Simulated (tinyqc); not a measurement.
Comparisons within one model: thin (001) film in sp3s* tight binding with raised dangling bonds. A value that a table varies takes the place of the one given here.

Planes alternate anion (a), cation (c) along [001], a/4 apart, starting with an anion; zero in-plane momentum; levels counted from the bulk Ev, the lower root of [[Epa, Vxx], [Vxx, Epc]]; no spin-orbit coupling. Block of s, pz, s*: from an anion to the cation above, Vss/2 (s,s), Vsapc/2 (s,z), -Vscpa/2 (z,s), Vxx/2 (z,z), Vxapc/2 (s*,z), -Vpaxc/2 (z,s*); to the cation below the same with the s-z and s*-z signs reversed. Block of u = (px + py)/sqrt2 and v = (px - py)/sqrt2: to the cation above (Vxx + Vxy)/2 for u and (Vxx - Vxy)/2 for v, to the cation below the reverse. Each surface atom has two dangling sp3 hybrids; raising both by dl adds (dl/2) [[1, t], [t, 1]] to its s, pz levels (t = -1 at the bottom face, +1 at the top) and dl to the one of u, v in whose plane the missing bonds lie (v for a bottom anion or a top cation, u for a top anion).

Values chosen for the exercise (near a published set for InAs, fitted to gaps, whose masses and valley positions are rough; the results hold for these values, not for the real material): p = (-9.468, 0.909, -2.74, 3.759, 7.38, 6.667, -5.624, 1.84, 4.463, 3.041, 5.392, 3.406, 3.886) eV (order Esa, Epa, Esc, Epc, Exa, Exc, Vss, Vxx, Vxy, Vsapc, Vscpa, Vxapc, Vpaxc); Nw = 33 (planes in the thicker film); a = 6.053 angstrom (lattice constant); dp = 30 eV (value of dl for the passivated films); Ns = (7, 9, 12, 14, 26, 30, 42, 70) (numbers of planes).

## States in the gap of a film

edges (eV): Gamma 0.44259, Delta 2.26766

Levels between 0 and the lower bulk edge, the largest weight on the two outer planes of both faces among them, and the nearest levels outside, for several shifts dl.

Film of Nw planes:

| dl (eV) | levels in the gap | at (eV) | surface weight | next above (eV) | next below (eV) |
|---|---|---|---|---|---|
| 0 | 1 | 0.046 | 0.15 | 0.7246 | -0.0300 |
| 1 | 1 | 0.128 | 0.17 | 0.7610 | -0.0291 |
| 2 | 2 | 0.004, 0.230 | 0.23 | 0.8069 | -0.0287 |
| 3 | 2 | 0.121, 0.341 | 0.22 | 0.8606 | -0.0285 |
| 5 | 1 | 0.291 | 0.18 | 0.5273 | -0.0283 |
| 10 | 0 | - | - | 0.4436 | -0.0280 |
| 30 | 0 | - | - | 0.5205 | -0.0279 |
| 100 | 0 | - | - | 0.5410 | -0.0278 |

Can the levels of the bare film be read as confined subbands?

No: with bare surfaces (dl = 0) 1 level lies in the bulk gap, with up to 15 % of the weight on the four outer planes, two a face, where an even spread gives 12 %: a state drawn out of a band edge by the surface, no confined subband, which would lie outside the bulk gap. The reruns show the bulk gap clear from dl = 10 eV on, and at dl = 30 eV the next level above lies -20.5 meV from its value at 100 eV. At dl = 10 and 30 eV the next level above is more than 20 meV from its value at 100 eV, so the surface still acts on it.

## Gap against thickness

Passivated films (finite dp, so levels can still be some meV from their limit), thickness N a/4. Highest level below mid-gap (either block) and the two lowest above it. The exponents are -d ln(shift)/d ln N between the sixth and the last film, for the valence level and for the lowest conduction level.

Levels (eV):

| N | thickness (angstrom) | Ev1 | Ec1 | Ec2 | gap |
|---|---|---|---|---|---|
| 7 | 10.59 | -0.3827 | 0.8618 | 2.1652 | 1.2445 |
| 9 | 13.62 | -0.2618 | 0.7645 | 1.9034 | 1.0263 |
| 12 | 18.16 | -0.1437 | 0.7284 | 1.6077 | 0.8721 |
| 14 | 21.19 | -0.1130 | 0.6854 | 1.4568 | 0.7985 |
| 26 | 39.34 | -0.0401 | 0.5654 | 0.9767 | 0.6055 |
| 30 | 45.40 | -0.0311 | 0.5468 | 0.8958 | 0.5779 |
| 42 | 63.56 | -0.0169 | 0.5124 | 0.7441 | 0.5293 |
| 70 | 105.93 | -0.0065 | 0.4791 | 0.5961 | 0.4856 |

exponents: valence 1.85, conduction 1.24

The gap is 1.245 eV at 10.6 angstrom and 0.486 eV at 105.9, against 0.443 eV in the bulk along this line. At 14 planes the conduction side gives 243 meV of the widening and the valence side 113 meV. A hard-walled parabolic band has exponent 2; departures come from the offset between N a/4 and the effective width, from non-parabolicity and from the termination (odd and even N end differently: in the direction of the bond rows at the two faces and, in a compound, in the kind of atom), which also makes single steps in N uneven. Ec1 is the Gamma subband.

## What each change does

A film of Nw planes with shift dp: highest level below mid-gap (half the lower bulk edge) and the two lowest above. Each row changes one parameter from the base and keeps the others.

Results:

| case | Ev1 (eV) | Ec1 (eV) | Ec2 (eV) |
|---|---|---|---|
| base | -0.0279 | 0.5205 | 0.8279 |
| Nw = 34 | -0.0249 | 0.5326 | 0.8334 |
| dp = 60 eV | -0.0278 | 0.5354 | 0.8486 |

The largest shifts from the base row, up to three for each result and ties (the steps differ in size, so this ranks the rows, not the parameters). Ev1 (eV): Nw +0.0030, dp +0.0001. Ec1 (eV): dp +0.0149, Nw +0.0121. Ec2 (eV): dp +0.0207, Nw +0.0055. An odd change of Nw also changes which atoms end the film, so levels need not move as thickness alone would move them; the row for dp shows how far the passivation is from converged.

(tinyqc, `OMP_NUM_THREADS=1 python tinyqc.py 1450931 1450932 out.jsonl`, Intel(R) Xeon(R) Processor @ 2.30GHz, 1 thread, shared host, about 0.5 s.)
